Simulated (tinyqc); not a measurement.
Worked calculation: Pariser-Parr-Pople SCF with singles CI, for the molecule NC1=C2C=CC=C2C=C1 (SMILES; centres numbered as the heavy atoms are written). Computed by tinyqc, a small Python program that keeps every step. Settings: charge = 0, gamma = Ohno, start = huckel, damping = 0.5, iteration cap = 54, excitations kept = 4. Command: `OMP_NUM_THREADS=1 python tinyqc.py 20310 20311 out.jsonl` (the two numbers bound the seeds that draw the settings). One thread of a shared host (Intel(R) Xeon(R) Processor @ 2.60GHz), about 0.02 s of CPU time with the checks. Later iterations appear only in the table of the cycle.

## PPP integrals

Centres (angstrom, eV; a flat drawing with bonds scaled to 1.40 angstrom):
```
centre          x          y  core charge z          W   gamma_rr
1N      -2.291000  -1.416000              2  25.600000  16.800000
2C      -1.379000  -0.355000              1  11.160000  11.130000
3C       0.017000  -0.469000              1  11.160000  11.130000
4C       1.078000  -1.381000              1  11.160000  11.130000
5C       2.274000  -0.654000              1  11.160000  11.130000
6C       1.952000   0.709000              1  11.160000  11.130000
7C       0.556000   0.823000              1  11.160000  11.130000
8C      -0.505000   1.735000              1  11.160000  11.130000
9C      -1.701000   1.008000              1  11.160000  11.130000
```

Resonance integrals (eV):
```
i  j       beta
1  2  -2.240000
2  3  -2.390000
3  4  -2.390000
4  5  -2.390000
5  6  -2.390000
6  7  -2.390000
7  8  -2.390000
8  9  -2.390000
9  2  -2.390000
7  3  -2.390000
```

Ohno: gamma = 14.399645/sqrt(R^2 + a^2), a = 2 x 14.399645/(gamma_rr + gamma_ss); H_rr = -W_r - sum_(s != r) z_s gamma_rs; H_rs = beta for bonds.

repulsion gamma_rs (eV), order 1N, 2C, 3C, 4C, 5C, 6C, 7C, 8C, 9C:
```
[[16.800000, 8.285130, 5.334340, 4.086819, 3.036853, 2.965258, 3.823727, 3.823718, 5.334266],
 [8.285130, 11.130000, 7.551979, 4.864256, 3.704703, 3.862078, 5.519680, 5.519653, 7.552352],
 [5.334340, 7.551979, 11.130000, 7.556498, 5.521155, 5.519680, 7.554085, 5.520414, 5.519216],
 [4.086819, 4.864256, 7.556498, 11.130000, 7.554959, 5.519653, 5.520414, 3.863789, 3.705150],
 [3.036853, 3.704703, 5.521155, 7.554959, 11.130000, 7.552352, 5.519216, 3.705150, 3.200972],
 [2.965258, 3.862078, 5.519680, 5.519653, 7.552352, 11.130000, 7.551979, 4.864256, 3.704703],
 [3.823727, 5.519680, 7.554085, 5.520414, 5.519216, 7.551979, 11.130000, 7.556498, 5.521155],
 [3.823718, 5.519653, 5.520414, 3.863789, 3.705150, 4.864256, 7.556498, 11.130000, 7.554959],
 [5.334266, 7.552352, 5.519216, 3.705150, 3.200972, 3.704703, 5.521155, 7.554959, 11.130000]]
```

core matrix H (eV), order 1N, 2C, 3C, 4C, 5C, 6C, 7C, 8C, 9C:
```
[[-62.290112, -2.240000, 0.000000, 0.000000, 0.000000, 0.000000, 0.000000, 0.000000, 0.000000],
 [-2.240000, -66.304961, -2.390000, 0.000000, 0.000000, 0.000000, 0.000000, 0.000000, -2.390000],
 [0.000000, -2.390000, -66.571708, -2.390000, 0.000000, 0.000000, -2.390000, 0.000000, 0.000000],
 [0.000000, 0.000000, -2.390000, -57.918356, -2.390000, 0.000000, 0.000000, 0.000000, 0.000000],
 [0.000000, 0.000000, 0.000000, -2.390000, -53.992214, -2.390000, 0.000000, 0.000000, 0.000000],
 [0.000000, 0.000000, 0.000000, 0.000000, -2.390000, -55.665217, -2.390000, 0.000000, 0.000000],
 [0.000000, 0.000000, -2.390000, 0.000000, 0.000000, -2.390000, -63.550483, -2.390000, 0.000000],
 [0.000000, 0.000000, 0.000000, 0.000000, 0.000000, 0.000000, -2.390000, -57.392156, -2.390000],
 [0.000000, -2.390000, 0.000000, 0.000000, 0.000000, 0.000000, 0.000000, -2.390000, -58.587038]]
```

## Starting guess

pi electrons, sum of z_r less the charge = 10

Orbitals of the Hueckel matrix of the beta values.

P at the start, order 1N, 2C, 3C, 4C, 5C, 6C, 7C, 8C, 9C:
```
[[0.970433, 0.795560, 0.006174, -0.347368, 0.024810, 0.309421, -0.080819, -0.375874, 0.036571],
 [0.795560, 1.016041, 0.391974, 0.033060, -0.040487, -0.059759, -0.064315, -0.047211, 0.447789],
 [0.006174, 0.391974, 1.196911, 0.604257, -0.216180, -0.216048, 0.546164, -0.056803, -0.217912],
 [-0.347368, 0.033060, 0.604257, 1.142743, 0.639096, -0.183748, -0.195072, -0.084745, 0.072796],
 [0.024810, -0.040487, -0.216180, 0.639096, 1.175175, 0.660072, -0.210400, -0.065473, 0.166227],
 [0.309421, -0.059759, -0.216048, -0.183748, 0.660072, 1.148523, 0.573492, 0.040572, -0.178756],
 [-0.080819, -0.064315, 0.546164, -0.195072, -0.210400, 0.573492, 1.183446, 0.460208, -0.185414],
 [-0.375874, -0.047211, -0.056803, -0.084745, -0.065473, 0.040572, 0.460208, 1.014263, 0.792561],
 [0.036571, 0.447789, -0.217912, 0.072796, 0.166227, -0.178756, -0.185414, 0.792561, 1.152466]]
```

## Iteration 1: Fock matrix

F_rr = H_rr + P_rr gamma_rr / 2 + sum_(s != r) P_ss gamma_rs; F_rs = H_rs - P_rs gamma_rs / 2; E = tr P (H + F) / 2 + core repulsion sum_(r<s) z_r z_s gamma_rs.

F (eV), order 1N, 2C, 3C, 4C, 5C, 6C, 7C, 8C, 9C:
```
[[-13.140040, -5.535658, -0.016468, 0.709814, -0.037673, -0.458757, 0.154515, 0.718619, -0.097539],
 [-5.535658, -8.389081, -3.870089, -0.080405, 0.074997, 0.115398, 0.177500, 0.130295, -4.080931],
 [-0.016468, -3.870089, -4.698513, -4.673034, 0.596781, 0.596259, -4.452886, 0.156788, 0.601351],
 [0.709814, -0.080405, -4.673034, -3.666359, -4.804172, 0.507112, 0.538438, 0.163718, -0.134860],
 [-0.037673, 0.074997, 0.596781, -4.804172, -2.846720, -4.882550, 0.580621, 0.121293, -0.266044],
 [-0.458757, 0.115398, 0.596259, 0.507112, -4.882550, -2.542095, -4.555498, -0.098676, 0.331119],
 [0.154515, 0.177500, -4.452886, 0.538438, 0.580621, -4.555498, -3.108852, -4.128782, 0.511851],
 [0.718619, 0.130295, 0.156788, 0.163718, 0.121293, -0.098676, -4.128782, -3.815719, -5.383883],
 [-0.097539, -4.080931, 0.601351, -0.134860, -0.266044, 0.331119, 0.511851, -5.383883, -6.270135]]
```

pi energy = -138.769126 eV

## Iteration 1: orbitals and new P

Diagonalise F (the basis is taken as orthonormal) and form P = 2 sum c c over the lowest orbitals; 0.5 of the old P is kept.

orbital energies (eV): [-17.772783, -12.778535, -10.911290, -8.548158, -7.541614, -3.464871, 2.086906, 4.745930, 5.706902]

P after iteration 1, order 1N, 2C, 3C, 4C, 5C, 6C, 7C, 8C, 9C:
```
[[1.307700, 0.677654, -0.082333, -0.318776, 0.049381, 0.298576, -0.028234, -0.294044, -0.058232],
 [0.677654, 0.998252, 0.446103, 0.145496, -0.072404, -0.183197, -0.084460, 0.011653, 0.473253],
 [-0.082333, 0.446103, 1.201670, 0.553316, -0.210267, -0.179458, 0.542062, -0.061273, -0.240953],
 [-0.318776, 0.145496, 0.553316, 1.047539, 0.664872, -0.057574, -0.204575, -0.170711, 0.053692],
 [0.049381, -0.072404, -0.210267, 0.664872, 1.149028, 0.645018, -0.188758, -0.061975, 0.156584],
 [0.298576, -0.183197, -0.179458, -0.057574, 0.645018, 1.006710, 0.563624, 0.149285, -0.138756],
 [-0.028234, -0.084460, 0.542062, -0.204575, -0.188758, 0.563624, 1.165835, 0.484289, -0.190495],
 [-0.294044, 0.011653, -0.061273, -0.170711, -0.061975, 0.149285, 0.484289, 0.914260, 0.755747],
 [-0.058232, 0.473253, -0.240953, 0.053692, 0.156584, -0.138756, -0.190495, 0.755747, 1.209007]]
```

## Iteration 2: Fock matrix

As before.

F (eV), order 1N, 2C, 3C, 4C, 5C, 6C, 7C, 8C, 9C:
```
[[-11.466111, -5.047225, 0.219597, 0.651390, -0.074981, -0.442678, 0.053980, 0.562172, 0.155312],
 [-5.047225, -6.987662, -4.074479, -0.353864, 0.134118, 0.353761, 0.233096, -0.032159, -4.177085],
 [0.219597, -4.074479, -5.026840, -4.480567, 0.580459, 0.495275, -4.437391, 0.169126, 0.664935],
 [0.651390, -0.353864, -4.480567, -4.122805, -4.901541, 0.158895, 0.564670, 0.329796, -0.099469],
 [-0.074981, 0.134118, 0.580459, -4.901541, -4.084649, -4.825700, 0.520899, 0.114813, -0.250611],
 [-0.442678, 0.353761, 0.495275, 0.158895, -4.825700, -3.506571, -4.518240, -0.363080, 0.257025],
 [0.053980, 0.233096, -4.437391, 0.564670, 0.520899, -4.518240, -4.163825, -4.219765, 0.525876],
 [0.562172, -0.032159, 0.169126, 0.329796, 0.114813, -0.363080, -4.219765, -4.014994, -5.244818],
 [0.155312, -4.177085, 0.664935, -0.099469, -0.250611, 0.257025, 0.525876, -5.244818, -6.079062]]
```

pi energy = -140.450265 eV

## Iteration 2: orbitals and new P

As before.

orbital energies (eV): [-16.052977, -13.036601, -11.155890, -9.043474, -8.358512, -2.697464, 2.178933, 4.011859, 4.701607]

P after iteration 2, order 1N, 2C, 3C, 4C, 5C, 6C, 7C, 8C, 9C:
```
[[1.474727, 0.628818, -0.122509, -0.301366, 0.055510, 0.283632, -0.006063, -0.252473, -0.106487],
 [0.628818, 0.964192, 0.466988, 0.201588, -0.078306, -0.234622, -0.089727, 0.049408, 0.486018],
 [-0.122509, 0.466988, 1.210100, 0.537167, -0.209910, -0.172068, 0.536244, -0.069323, -0.240821],
 [-0.301366, 0.201588, 0.537167, 0.993689, 0.672945, -0.002288, -0.209543, -0.211802, 0.045069],
 [0.055510, -0.078306, -0.209910, 0.672945, 1.146290, 0.641585, -0.183428, -0.059868, 0.146322],
 [0.283632, -0.234622, -0.172068, -0.002288, 0.641585, 0.946725, 0.563859, 0.202107, -0.125944],
 [-0.006063, -0.089727, 0.536244, -0.209543, -0.183428, 0.563859, 1.168096, 0.489229, -0.195505],
 [-0.252473, 0.049408, -0.069323, -0.211802, -0.059868, 0.202107, 0.489229, 0.862099, 0.741649],
 [-0.106487, 0.486018, -0.240821, 0.045069, 0.146322, -0.125944, -0.195505, 0.741649, 1.234083]]
```

## Iteration 3: Fock matrix

As before.

F (eV), order 1N, 2C, 3C, 4C, 5C, 6C, 7C, 8C, 9C:
```
[[-10.763612, -4.844919, 0.326752, 0.615814, -0.084288, -0.420520, 0.011593, 0.482694, 0.284015],
 [-4.844919, -6.319502, -4.153341, -0.490289, 0.145051, 0.453065, 0.247631, -0.136356, -4.225289],
 [0.326752, -4.153341, -5.231771, -4.419550, 0.579472, 0.474881, -4.415415, 0.191345, 0.664571],
 [0.615814, -0.490289, -4.419550, -4.289774, -4.932035, 0.006314, 0.578382, 0.409179, -0.083494],
 [-0.084288, 0.145051, 0.579472, -4.932035, -4.632667, -4.812738, 0.506189, 0.110911, -0.234186],
 [-0.420520, 0.453065, 0.474881, 0.006314, -4.812738, -3.891781, -4.519126, -0.491551, 0.233293],
 [0.011593, 0.247631, -4.415415, 0.578382, 0.506189, -4.519126, -4.657993, -4.238429, 0.539707],
 [0.482694, -0.136356, 0.191345, 0.409179, 0.110911, -0.491551, -4.238429, -4.111525, -5.191563],
 [0.284015, -4.225289, 0.664571, -0.083494, -0.234186, 0.233293, 0.539707, -5.191563, -6.071359]]
```

pi energy = -141.274631 eV

## Iteration 3: orbitals and new P

As before.

orbital energies (eV): [-15.493140, -13.110569, -11.266483, -9.236371, -8.692471, -2.372812, 2.179751, 3.701970, 4.320143]

P after iteration 3, order 1N, 2C, 3C, 4C, 5C, 6C, 7C, 8C, 9C:
```
[[1.560917, 0.607658, -0.141323, -0.288792, 0.055850, 0.269478, 0.003936, -0.228446, -0.132308],
 [0.607658, 0.933576, 0.474441, 0.229341, -0.076798, -0.255494, -0.090756, 0.072391, 0.492366],
 [-0.141323, 0.474441, 1.218410, 0.533882, -0.210492, -0.173410, 0.530670, -0.076760, -0.233647],
 [-0.288792, 0.229341, 0.533882, 0.961404, 0.674780, 0.023445, -0.211679, -0.232130, 0.041048],
 [0.055850, -0.076798, -0.210492, 0.674780, 1.150587, 0.641288, -0.183609, -0.058450, 0.138209],
 [0.269478, -0.255494, -0.173410, 0.023445, 0.641288, 0.918688, 0.566113, 0.229034, -0.122327],
 [0.003936, -0.090756, 0.530670, -0.211679, -0.183609, 0.566113, 1.175771, 0.488522, -0.199613],
 [-0.228446, 0.072391, -0.076760, -0.232130, -0.058450, 0.229034, 0.488522, 0.833913, 0.736138],
 [-0.132308, 0.492366, -0.233647, 0.041048, 0.138209, -0.122327, -0.199613, 0.736138, 1.246735]]
```

## Convergence

Stop when output and input P, before any damping, agree to 1e-7.

Course of the cycle:
```
iteration         E (eV)  largest |P(out) - P(in)|
1          -138.76912604                  6.75e-01
2          -140.45026470                  3.34e-01
3          -141.27463106                  1.72e-01
4          -141.70041079                  9.20e-02
5          -141.92430404                  5.06e-02
6          -142.04274314                  2.88e-02
7          -142.10552865                  1.82e-02
8          -142.13885651                  1.29e-02
9          -142.15658215                  9.15e-03
10         -142.16604129                  6.50e-03
11         -142.17111698                  4.62e-03
...                  ...                       ...
44         -142.17775049                  1.77e-04
45         -142.17775190                  1.65e-04
46         -142.17775312                  1.54e-04
47         -142.17775419                  1.43e-04
48         -142.17775511                  1.34e-04
49         -142.17775592                  1.25e-04
50         -142.17775662                  1.17e-04
51         -142.17775724                  1.09e-04
52         -142.17775777                  1.01e-04
53         -142.17775823                  9.47e-05
54         -142.17775864                  8.83e-05
```

Not converged within 54 iterations: the residual falls steadily but slowly, by a factor of about 0.93 a step. Reruns (cap 100 unless said): damping 0: converged in 75 (E = -142.17776); the original settings with a cap of 400: converged in 152 (E = -142.17776).
